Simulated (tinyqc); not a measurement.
Worked calculation: LCCD on RHF in the sto-3g basis, for BeH+, spin multiplicity 1. Computed by tinyqc, a small Python program that keeps every step (integrals from PySCF). Settings: charge = 1, multiplicity = 1, basis = sto-3g, method = RHF, energy threshold = 1e-10, iteration cap = 86, orthogonalisation = symmetric, start = Wolfsberg-Helmholz matrix, DIIS depth = 6, amplitude equations = LCCD, DIIS depth for amplitudes = 6, cap on updates = 90. Command: `OMP_NUM_THREADS=1 python tinyqc.py 25780 25781 out.jsonl` (the two numbers bound the seeds that draw the settings). One thread of a shared host (Intel(R) Xeon(R) Processor @ 2.60GHz), about 0.08 s of CPU time with the checks. The early iterations of the SCF are left out here.

## One-electron integrals

Geometry (angstrom):
```
atom        x        y        z
Be    0.00000  0.00000  0.00000
H     0.00000  0.00000  1.40500
```

Basis sto-3g: exponents (1/bohr^2) and contraction coefficients of normalised primitives:
```
element  l (shell)  exponent  coefficient
Be           s (1)  30.16787      0.15433
Be           s (1)   5.49512      0.53533
Be           s (1)   1.48719      0.44463
Be           s (2)   1.31483     -0.09997
Be           s (2)   0.30554      0.39951
Be           s (2)   0.09937      0.70012
Be           p (3)   1.31483      0.15592
Be           p (3)   0.30554      0.60768
Be           p (3)   0.09937      0.39196
H            s (1)   3.42525      0.15433
H            s (1)   0.62391      0.53533
H            s (1)   0.16886      0.44463
```

Overlap, kinetic and nuclear-attraction integrals over the contracted functions; the nuclear repulsion is the sum of Za Zb / Rab.

nuclear repulsion = 1.5065543 hartree

overlap S, order 1Be 1s, 1Be 2s, 1Be 2px, 1Be 2py, 1Be 2pz, 2H 1s:
```
[[1.00000, 0.25952, 0.00000, 0.00000, 0.00000, 0.06021],
 [0.25952, 1.00000, 0.00000, 0.00000, 0.00000, 0.43393],
 [0.00000, 0.00000, 1.00000, 0.00000, 0.00000, 0.00000],
 [0.00000, 0.00000, 0.00000, 1.00000, 0.00000, 0.00000],
 [0.00000, 0.00000, 0.00000, 0.00000, 1.00000, 0.50689],
 [0.06021, 0.43393, 0.00000, 0.00000, 0.50689, 1.00000]]
```

kinetic energy T (hartree), order 1Be 1s, 1Be 2s, 1Be 2px, 1Be 2py, 1Be 2pz, 2H 1s:
```
[[6.69397, -0.03301, 0.00000, 0.00000, 0.00000, -0.01536],
 [-0.03301, 0.21111, 0.00000, 0.00000, 0.00000, 0.05942],
 [0.00000, 0.00000, 0.66059, 0.00000, 0.00000, 0.00000],
 [0.00000, 0.00000, 0.00000, 0.66059, 0.00000, 0.00000],
 [0.00000, 0.00000, 0.00000, 0.00000, 0.66059, 0.17264],
 [-0.01536, 0.05942, 0.00000, 0.00000, 0.17264, 0.76003]]
```

nuclear attraction V (hartree), order 1Be 1s, 1Be 2s, 1Be 2px, 1Be 2py, 1Be 2pz, 2H 1s:
```
[[-14.93773, -1.99699, 0.00000, 0.00000, -0.01637, -0.46406],
 [-1.99699, -2.66949, 0.00000, 0.00000, -0.14066, -1.15611],
 [0.00000, 0.00000, -2.61467, 0.00000, 0.00000, 0.00000],
 [0.00000, 0.00000, 0.00000, -2.61467, 0.00000, 0.00000],
 [-0.01637, -0.14066, 0.00000, 0.00000, -2.72388, -1.33388],
 [-0.46406, -1.15611, 0.00000, 0.00000, -1.33388, -2.72405]]
```

core Hamiltonian H = T + V (hartree), order 1Be 1s, 1Be 2s, 1Be 2px, 1Be 2py, 1Be 2pz, 2H 1s:
```
[[-8.24376, -2.03000, 0.00000, 0.00000, -0.01637, -0.47942],
 [-2.03000, -2.45837, 0.00000, 0.00000, -0.14066, -1.09669],
 [0.00000, 0.00000, -1.95408, 0.00000, 0.00000, 0.00000],
 [0.00000, 0.00000, 0.00000, -1.95408, 0.00000, 0.00000],
 [-0.01637, -0.14066, 0.00000, 0.00000, -2.06329, -1.16124],
 [-0.47942, -1.09669, 0.00000, 0.00000, -1.16124, -1.96401]]
```

## Two-electron integrals

Functions are numbered as in S; the eight-fold symmetry (ij|kl) = (ji|kl) = (kl|ij) leaves the list below.

Two-electron integrals (ij|kl) in chemists' order, unique and non-zero (hartree):
```
(11|11) 2.29883   (21|11) 0.39204   (21|21) 0.07954   (22|11) 0.57099
(22|21) 0.14304   (22|22) 0.41768   (31|31) 0.01461   (32|31) 0.02189
(32|32) 0.09226   (33|11) 0.56958   (33|21) 0.14308   (33|22) 0.41759
(33|33) 0.44986   (41|41) 0.01461   (42|41) 0.02189   (42|42) 0.09226
(43|43) 0.02425   (44|11) 0.56958   (44|21) 0.14308   (44|22) 0.41759
(44|33) 0.40136   (44|44) 0.44986   (51|51) 0.01461   (52|51) 0.02189
(52|52) 0.09226   (53|53) 0.02425   (54|54) 0.02425   (55|11) 0.56958
(55|21) 0.14308   (55|22) 0.41759   (55|33) 0.40136   (55|44) 0.40136
(55|55) 0.44986   (61|11) 0.08993   (61|21) 0.01823   (61|22) 0.03305
(61|33) 0.03281   (61|44) 0.03281   (61|51) 0.00163   (61|52) 0.00305
(61|55) 0.03354   (61|61) 0.00439   (62|11) 0.20821   (62|21) 0.05287
(62|22) 0.16693   (62|33) 0.16072   (62|44) 0.16072   (62|51) 0.00694
(62|52) 0.04168   (62|55) 0.17919   (62|61) 0.01340   (62|62) 0.09737
(63|31) 0.00498   (63|32) 0.02299   (63|53) 0.00732   (63|63) 0.00924
(64|41) 0.00498   (64|42) 0.02299   (64|54) 0.00732   (64|64) 0.00924
(65|11) 0.21986   (65|21) 0.05653   (65|22) 0.18727   (65|33) 0.17617
(65|44) 0.17617   (65|51) 0.01133   (65|52) 0.06504   (65|55) 0.20927
(65|61) 0.01502   (65|62) 0.12454   (65|65) 0.16495   (66|11) 0.37393
(66|21) 0.09669   (66|22) 0.34126   (66|33) 0.31646   (66|44) 0.31646
(66|51) 0.01528   (66|52) 0.11704   (66|55) 0.39058   (66|61) 0.02523
(66|62) 0.25023   (66|65) 0.34050   (66|66) 0.77461
```

## Orthogonalisation

S = U s U^T; symmetric (Loewdin) form X = U s^(-1/2) U^T, so that X^T S X = 1.

eigenvalues of S: [0.32293, 0.79404, 1.00000, 1.00000, 1.17535, 1.70768]

X, order 1Be 1s, 1Be 2s, 1Be 2px, 1Be 2py, 1Be 2pz, 2H 1s:
```
[[1.02768, -0.14551, 0.00000, 0.00000, -0.01135, 0.02248],
 [-0.14551, 1.13914, 0.00000, 0.00000, 0.12863, -0.31839],
 [0.00000, 0.00000, 1.00000, 0.00000, 0.00000, 0.00000],
 [0.00000, 0.00000, 0.00000, 1.00000, 0.00000, 0.00000],
 [-0.01135, 0.12863, 0.00000, 0.00000, 1.14700, -0.36514],
 [0.02248, -0.31839, 0.00000, 0.00000, -0.36514, 1.25577]]
```

## Iteration 9 (converged): orbitals

converged F (hartree), order 1Be 1s, 1Be 2s, 1Be 2px, 1Be 2py, 1Be 2pz, 2H 1s:
```
[[-5.01476, -1.40973, 0.00000, 0.00000, 0.01723, -0.33227],
 [-1.40973, -0.87139, 0.00000, 0.00000, -0.14242, -0.54048],
 [0.00000, 0.00000, -0.14110, 0.00000, 0.00000, 0.00000],
 [0.00000, 0.00000, 0.00000, -0.14110, 0.00000, 0.00000],
 [0.01723, -0.14242, 0.00000, 0.00000, -0.32111, -0.43904],
 [-0.33227, -0.54048, 0.00000, 0.00000, -0.43904, -0.54088]]
```

Diagonalise F' = X^T F X, C = X C', fill 2 alpha and 2 beta electrons from the bottom; D = 2 C_occ C_occ^T. Each column has its largest component positive (the first on a tie).

F' = X^T F X (hartree):
```
[[-4.90581, -0.70661, 0.00000, 0.00000, 0.02038, -0.03798],
 [-0.70661, -0.47488, 0.00000, 0.00000, 0.01609, -0.35839],
 [0.00000, 0.00000, -0.14110, 0.00000, 0.00000, 0.00000],
 [0.00000, 0.00000, 0.00000, -0.14110, 0.00000, 0.00000],
 [0.02038, 0.01609, 0.00000, 0.00000, -0.13221, -0.36409],
 [-0.03798, -0.35839, 0.00000, 0.00000, -0.36409, -0.18377]]
```

orbital energies (hartree): [-5.01760, -0.72636, -0.26229, -0.14110, -0.14110, 0.30960]

coefficients C, order 1Be 1s, 1Be 2s, 1Be 2px, 1Be 2py, 1Be 2pz, 2H 1s:
```
[[0.99293, -0.19178, -0.20101, 0.00000, 0.00000, 0.12181],
 [0.02654, 0.56079, 0.76157, 0.00000, 0.00000, -0.73591],
 [0.00000, 0.00000, 0.00000, 0.79361, 0.60843, 0.00000],
 [0.00000, 0.00000, 0.00000, -0.60843, 0.79361, 0.00000],
 [-0.00188, 0.29165, -0.63131, 0.00000, 0.00000, -0.99096],
 [-0.00213, 0.49422, -0.24437, 0.00000, 0.00000, 1.22808]]
```

D after iteration 9, order 1Be 1s, 1Be 2s, 1Be 2px, 1Be 2py, 1Be 2pz, 2H 1s:
```
[[2.04538, -0.16239, 0.00000, 0.00000, -0.11561, -0.19380],
 [-0.16239, 0.63039, 0.00000, 0.00000, 0.32701, 0.55420],
 [0.00000, 0.00000, 0.00000, 0.00000, 0.00000, 0.00000],
 [0.00000, 0.00000, 0.00000, 0.00000, 0.00000, 0.00000],
 [-0.11561, 0.32701, 0.00000, 0.00000, 0.17013, 0.28829],
 [-0.19380, 0.55420, 0.00000, 0.00000, 0.28829, 0.48851]]
```

Within a degenerate level the vectors are fixed only up to a rotation; this is one choice.

## Convergence

Stop when the energy changes by less than 1e-10 hartree and every element of the error matrix X^T (F D S - S D F) X is below 3e-06.

Course of the cycle:
```
iteration  E (hartree)     change  largest element of the error matrix
1          -14.6274556          -                             1.56e-01
2          -14.6517202  -2.43e-02                             4.53e-02
3          -14.6599229  -8.20e-03                             2.37e-02
4          -14.6623859  -2.46e-03                             3.79e-03
5          -14.6623905  -4.64e-06                             2.11e-03
6          -14.6623995  -9.04e-06                             1.39e-04
7          -14.6623996  -3.66e-08                             2.69e-05
8          -14.6623996  -1.44e-09                             1.11e-07
9          -14.6623996  -3.55e-14                             1.44e-09
```

PySCF RHF in the same basis = -14.6623996 hartree

Converged in 9 iterations.

## Integrals over molecular orbitals

(pq|rs) = sum C_ip C_jq C_kr C_ls (ij|kl), one index at a time.

one-electron integrals over orbitals h = C^T H C (hartree):
```
[[-8.23412, 0.16398, 0.20374, 0.00000, 0.00000, -0.07305],
 [0.16398, -2.19087, -0.00003, 0.00000, 0.00000, 0.17133],
 [0.20374, -0.00003, -1.94309, 0.00000, 0.00000, -0.04275],
 [0.00000, 0.00000, 0.00000, -1.95408, 0.00000, 0.00000],
 [0.00000, 0.00000, 0.00000, 0.00000, -1.95408, 0.00000],
 [-0.07305, 0.17133, -0.04275, 0.00000, 0.00000, -1.61393]]
```

Two-electron integrals over orbitals (pq|rs), unique and non-zero (hartree):
```
(11|11) 2.27548    (21|11) -0.16602   (21|21) 0.02081    (22|11) 0.48092
(22|21) 0.00204    (22|22) 0.52347    (31|11) -0.17367   (31|21) 0.01625
(31|22) -0.01784   (31|31) 0.02765    (32|11) 0.04169    (32|21) -0.00562
(32|22) -0.06710   (32|31) 0.00240    (32|32) 0.03637    (33|11) 0.55217
(33|21) -0.01314   (33|22) 0.32024    (33|31) 0.00420    (33|32) 0.02932
(33|33) 0.46510    (41|41) 0.01560    (42|41) 0.01335    (42|42) 0.04307
(43|41) 0.01404    (43|42) 0.03116    (43|43) 0.05181    (44|11) 0.56924
(44|21) -0.00610   (44|22) 0.36659    (44|31) -0.00610   (44|32) 0.02038
(44|33) 0.39802    (44|44) 0.44986    (51|51) 0.01560    (52|51) 0.01335
(52|52) 0.04307    (53|51) 0.01404    (53|52) 0.03116    (53|53) 0.05181
(54|54) 0.02425    (55|11) 0.56924    (55|21) -0.00610   (55|22) 0.36659
(55|31) -0.00610   (55|32) 0.02038    (55|33) 0.39802    (55|44) 0.40136
(55|55) 0.44986    (61|11) 0.09770    (61|21) -0.01608   (61|22) -0.01085
(61|31) -0.00340   (61|32) 0.00680    (61|33) 0.01719    (61|44) 0.00202
(61|55) 0.00202    (61|61) 0.01821    (62|11) -0.12166   (62|21) 0.00296
(62|22) 0.05591    (62|31) 0.00647    (62|32) -0.04685   (62|33) -0.02633
(62|44) -0.05630   (62|55) -0.05630   (62|61) 0.00180    (62|62) 0.12164
(63|11) 0.05228    (63|21) -0.00376   (63|22) -0.05603   (63|31) 0.00566
(63|32) 0.03087    (63|33) 0.05706    (63|44) 0.01879    (63|55) 0.01879
(63|61) 0.00712    (63|62) -0.04792   (63|63) 0.04898    (64|41) -0.00908
(64|42) -0.02960   (64|43) -0.01405   (64|64) 0.02614    (65|51) -0.00908
(65|52) -0.02960   (65|53) -0.01405   (65|65) 0.02614    (66|11) 0.51135
(66|21) -0.00055   (66|22) 0.52034    (66|31) -0.01532   (66|32) -0.06604
(66|33) 0.34945    (66|44) 0.37089    (66|55) 0.37089    (66|61) -0.00683
(66|62) 0.08580    (66|63) -0.05600   (66|66) 0.55814
```

## LCCD: starting amplitudes

t_ij^ab = <ij||ab> / (e_i + e_j - e_a - e_b), whose energy is MP2.

Starting amplitudes (spin orbitals 1a, 1b, ...; amplitudes related by a flip of all spins are not repeated):
```
from      to         t
2a 2b  6a 6b  -0.05871
2a 2b  3a 3b  -0.03919
2a 2b  4a 4b  -0.03680
2a 2b  5a 5b  -0.03680
2a 2b  3a 6b   0.03124
1a 1b  3a 3b  -0.00291
1a 2b  4a 4b  -0.00245
1a 2b  5a 5b  -0.00245
1a 1b  6a 6b  -0.00171
1a 1b  4a 4b  -0.00160
1a 1b  5a 5b  -0.00160
1a 2b  3b 6a   0.00117
1a 2b  3a 6b  -0.00112
1a 2b  3a 3b  -0.00046
1a 1b  3a 6b   0.00034
1a 2b  6a 6b  -0.00028
1a 2a  3a 6a   0.00006
```

correlation energy = -0.0149914 hartree

## LCCD: amplitude update 1

t_ij^ab D_ij^ab are set to the remaining terms of the spin-orbital equations, evaluated with the old amplitudes; for the doubles these are <ij||ab> + 1/2 <ab||ef> t_ij^ef + 1/2 <mn||ij> t_mn^ab + P(ij)P(ab) <mb||ej> t_im^ae, D the orbital-energy denominators (linear CCD).

Amplitudes after update 1 (spin orbitals 1a, 1b, ...; amplitudes related by a flip of all spins are not repeated):
```
from      to         t
2a 2b  6a 6b  -0.07853
2a 2b  3a 3b  -0.04935
2a 2b  3a 6b   0.04665
2a 2b  4a 4b  -0.04489
2a 2b  5a 5b  -0.04489
1a 2b  4a 4b  -0.00268
1a 2b  5a 5b  -0.00268
1a 1b  3a 3b  -0.00262
1a 1b  4a 4b  -0.00149
1a 1b  5a 5b  -0.00149
1a 1b  6a 6b  -0.00144
1a 2b  3b 6a   0.00135
1a 2b  3a 6b  -0.00125
1a 2b  6a 6b  -0.00040
1a 2b  3a 3b  -0.00039
1a 1b  3a 6b   0.00017
1a 2a  3a 6a   0.00010
```

correlation energy = -0.0199128 hartree

## LCCD: amplitude update 2

As before.

Amplitudes after update 2 (spin orbitals 1a, 1b, ...; amplitudes related by a flip of all spins are not repeated):
```
from      to         t
2a 2b  6a 6b  -0.08546
2a 2b  3a 3b  -0.05387
2a 2b  3a 6b   0.05363
2a 2b  4a 4b  -0.04626
2a 2b  5a 5b  -0.04626
1a 2b  4a 4b  -0.00267
1a 2b  5a 5b  -0.00267
1a 1b  3a 3b  -0.00262
1a 1b  4a 4b  -0.00149
1a 1b  5a 5b  -0.00149
1a 1b  6a 6b  -0.00143
1a 2b  3b 6a   0.00140
1a 2b  3a 6b  -0.00128
1a 2b  6a 6b  -0.00043
1a 2b  3a 3b  -0.00034
1a 1b  3a 6b   0.00015
1a 2a  3a 6a   0.00012
```

correlation energy = -0.0216933 hartree

## LCCD: convergence

E_corr = 1/4 sum <ij||ab> t_ij^ab; stop when the norm of the change is below 1e-8.

Course of the amplitude iterations:
```
update  correlation energy (hartree)  norm of the change
0                         -0.0149914                   -
1                         -0.0199128            6.64e-02
2                         -0.0216933            2.61e-02
3                         -0.0228403            1.13e-02
4                         -0.0228426            1.81e-03
5                         -0.0228401            1.03e-04
6                         -0.0228399            1.72e-05
7                         -0.0228399            1.36e-06
8                         -0.0228399            4.80e-08
9                         -0.0228399            6.29e-09
```

Converged amplitudes (spin orbitals 1a, 1b, ...; amplitudes related by a flip of all spins are not repeated):
```
from      to         t
2a 2b  6a 6b  -0.08925
2a 2b  3a 6b   0.05971
2a 2b  3a 3b  -0.05896
2a 2b  4a 4b  -0.04548
2a 2b  5a 5b  -0.04548
1a 2b  4a 4b  -0.00266
1a 2b  5a 5b  -0.00266
1a 1b  3a 3b  -0.00260
1a 1b  4a 4b  -0.00148
1a 1b  5a 5b  -0.00148
1a 2b  3b 6a   0.00144
1a 1b  6a 6b  -0.00141
1a 2b  3a 6b  -0.00131
1a 2b  6a 6b  -0.00046
1a 2b  3a 3b  -0.00031
1a 1b  3a 6b   0.00013
1a 2a  3a 6a   0.00012
```

LCCD total energy = -14.6852394 hartree

Converged in 9 updates, with DIIS from the third.
